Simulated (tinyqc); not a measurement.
MOSFET in saturation, small-signal circuit and noise: one step of the calculation.

Bias by the inversion coefficient IC = I/Ispec (charge-based model with velocity saturation; weak inversion below 0.1, strong above 10). Common-source circuit: gm, gds, Cgs, Cgd and Cj at the inner nodes, Rg in series with the gate; quasi-static, no source or drain resistance, no gate-body capacitance, no substrate network, no induced gate noise, so fmax is an upper estimate.

Task. Current gain and unilateral power gain. |h21| = |Y21/Y11|; U = |Y21 - Y12|^2/(4 [Re Y11 Re Y22 - Re Y12 Re Y21]). Extrapolated at 20 dB a decade: f |h21| and f sqrt(U).

Inputs (values chosen for the exercise):
- f = 0.3 GHz (signal frequency)

Y with Rg (mS):
```
	1	2
1	0.00000206841+0.00912984261i	-0.00000087545-0.00386415877i
2	0.04434139122-0.00387420474i	0.00075419006+0.00942902979i
```

Wanted: |h21|; U; f |h21|; f sqrt(U).

Result.

|h21| = 4.8753
U = 12174
f |h21| = 1.4626 GHz
f sqrt(U) = 33.100 GHz

Numbers from tinyqc (`OMP_NUM_THREADS=1 python tinyqc.py 2150139 2150140 out.jsonl`; about 0.01 s on one thread of a shared Intel Xeon 2.30GHz).
